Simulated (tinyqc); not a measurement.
# MOSFET in saturation, small-signal circuit and noise: what changes with what

Bias by the inversion coefficient IC = I/Ispec (charge-based model with velocity saturation; weak inversion below 0.1, strong above 10). Common-source circuit: gm, gds, Cgs, Cgd and Cj at the inner nodes, Rg in series with the gate; quasi-static, no source or drain resistance, no gate-body capacitance, no substrate network, no induced gate noise, so fmax is an upper estimate.

Inputs (values chosen for the exercise):
- T = 250 K (temperature)
- L = 130 nm (gate length)
- W = 40 um (total gate width)
- Cox = 0.94 uF/cm^2 (gate capacitance)
- mu = 130 cm^2/(V s) (mobility)
- n = 1.29 (slope factor)
- Ls = 25 nm (velocity-saturation length)
- sg = 0.021 (ratio gds/gm)
- Cov = 0.26 fF/um (overlap and fringe capacitance per side)
- Cj = 0.36 fF/um (drain junction capacitance)
- Rsh = 5 ohm (sheet resistance of the gate)
- Wf = 0.5 um (finger width)
- Rc = 100 ohm um (gate contact and vertical resistance)
- IC = 3.1 (inversion coefficient)
- gw = 0.09 (short-channel excess of the noise factor)
- Nt = 2.3e17 cm^-3 eV^-1 (oxide trap density)
- lt = 0.1 nm (tunnelling length into the oxide)
- ac = 3000 V s/C (Coulomb scattering coefficient)

Constants: q = 1.602176634e-19 C, kB = 1.380649e-23 J/K, Vt = kB T/q. Results are converted to the units shown.

Each table varies one quantity; the others keep the values above.

## From weak to strong inversion

Ispec = 2 n mu Cox (W/L) Vt^2, lc = Ls/L, gms = [sqrt((lc IC + 1)^2 + 4 IC) - 1]/[2 + lc (lc IC + 1)], gm = gms Ispec/(n Vt), gds = sg gm. qs = [sqrt(1 + 4 IC) - 1]/2, Cgs = Cox W L qs (2 qs + 3)/(3 (qs + 1)^2) + Cov W, Cgd = Cov W, Cd = Cj W, Rg = Rsh (Wf/L)/(12 Nf) + Rc/W with Nf = W/Wf fingers (not rounded) contacted at both ends. fT = gm/(2 pi (Cgs + Cgd)), fmax = fT/(2 sqrt(Rg (gds + 2 pi fT Cgd))). The last column is the figure of merit (gm/I) fT.

From weak to strong inversion:
```
IC,I (uA),gm/I (1/V),fT (GHz),fmax (GHz),(gm/I) fT (THz/V)
0.01,0.45023,35.594,0.11987,13.209,0.0042666
0.03,1.3507,34.863,0.33802,22.163,0.011784
0.1,4.5023,32.692,0.94506,36.965,0.030895
0.3,13.507,28.455,2.0599,54.318,0.058616
1,45.023,21.442,4.1422,76.487,0.088817
3,135.07,14.613,7.2652,100.72,0.10617
10,450.23,8.3807,12.564,131.89,0.10530
30,1350.7,4.3146,18.469,159.56,0.079689
100,4502.3,1.6767,23.244,178.75,0.038972
```

The efficiency gm/I falls from 35.6 to 1.68 1/V while fT rises from 0.120 to 23.2 GHz; fT goes as IC^(0.94) at the start and IC^(0.19) at the end (1/2 for a long channel, 0 at full velocity saturation, which sets in near IC = 1/lc^2 = 27.0). Their product goes from 0.00427 through a maximum of 0.106 (at IC = 3 among the rows listed) to 0.0390 THz/V. In every row fmax exceeds 4 fT, where channel resistance and substrate losses, left out here, would cap it.

## Effect of the total gate width on speed and noise

Channel noise Sid = 4 kB T gam n gm with gam = (1/2 + (2/3) qs)/(1 + qs) + gw lc IC, qs = [sqrt(1 + 4 IC) - 1]/2, lc = Ls/L (the last term an empirical rise with velocity saturation); at the gate, white noise Sw = Sid/gm^2 + 4 kB T Rg. Number fluctuation with correlated mobility: S(f) = K/f, K = q^2 Vt lt Nt/(W L Cox^2) (1 + ac mu Cox I/gm)^2, Vt in eV with Nt per eV. Corner fc = K/Sw. IC is held fixed.

The same in every row: fT (GHz) = 7.382; fmax (GHz) = 101.5; fc (MHz) = 5.040.

Effect of the total gate width on speed and noise:
```
W (um),I (uA),Rg (ohm),sqrt(Sw) (nV/Hz^0.5)
2,6.979,50.40,10.75
4.3,15.00,23.44,7.330
9.3,32.45,10.84,4.984
20,69.79,5.040,3.399
43,150.0,2.344,2.318
93,324.5,1.084,1.576
200,697.9,0.5040,1.075
```

As W goes from 2 to 200 um, fT stays at 7.38 GHz, fmax stays at 102 GHz, the white noise falls from 10.7 to 1.07 nV/Hz^0.5 and the corner stays at 5.04 MHz. Current, gm and capacitances scale with W and Rg with 1/W, so the frequencies stay while both noise powers fall as 1/W. In every row fmax exceeds 4 fT, where channel resistance and substrate losses, left out here, would cap it.

## Effect of the inversion coefficient on speed and noise

Same model as above.

Corner fc = K/Sw. IC is held fixed.

The same in every row: Rg (ohm) = 2.520.

Effect of the inversion coefficient on speed and noise:
```
IC,I (uA),fT (GHz),fmax (GHz),sqrt(Sw) (nV/Hz^0.5),fc (MHz)
0.03,1.351,0.3380,22.16,13.83,0.1479
0.1,4.502,0.9451,36.96,7.902,0.4533
0.3,13.51,2.060,54.32,4.995,1.138
1,45.02,4.142,76.49,3.279,2.663
3,135.1,7.265,100.7,2.422,4.959
10,450.2,12.56,131.9,1.946,7.965
30,1351,18.47,159.6,1.891,9.117
```

As IC goes from 0.03 to 30, fT rises from 0.338 to 18.5 GHz, fmax rises from 22.2 to 160 GHz, the white noise falls from 13.8 to 1.89 nV/Hz^0.5 and the corner rises from 0.148 to 9.12 MHz. In every row fmax exceeds 4 fT, where channel resistance and substrate losses, left out here, would cap it.

## Effect of the overlap and fringe capacitance per side on speed and noise

Same model as above.

Corner fc = K/Sw. IC is held fixed.

The same in every row: I (uA) = 139.6; Rg (ohm) = 2.520; sqrt(Sw) (nV/Hz^0.5) = 2.403; fc (MHz) = 5.040.

Result of one run:
```
Cov (fF/um),fT (GHz),fmax (GHz)
0.35,6.332,81.47
```

What becomes of these results when the overlap and fringe capacitance per side Cov is changed from 0.35 to 0.65 fF/um, all else the same?

Result of the changed run:
```
Cov (fF/um),fT (GHz),fmax (GHz)
0.65,4.295,49.60
```

The whole series:
```
Cov (fF/um),fT (GHz),fmax (GHz)
0.05,12.05,272.6
0.15,9.260,147.4
0.25,7.521,104.4
0.35,6.332,81.47
0.45,5.467,67.00
0.55,4.810,56.97
0.65,4.295,49.60
```

As Cov goes from 0.05 to 0.65 fF/um, fT falls from 12.0 to 4.29 GHz, fmax falls from 273 to 49.6 GHz, the white noise stays at 2.40 nV/Hz^0.5 and the corner stays at 5.04 MHz. In every row fmax exceeds 4 fT, where channel resistance and substrate losses, left out here, would cap it.

Computed by the program tinyqc: `OMP_NUM_THREADS=1 python tinyqc.py 2150011 2150012 out.jsonl`, one thread of a shared Intel Xeon 2.30GHz, about 0.01 s for the whole run.
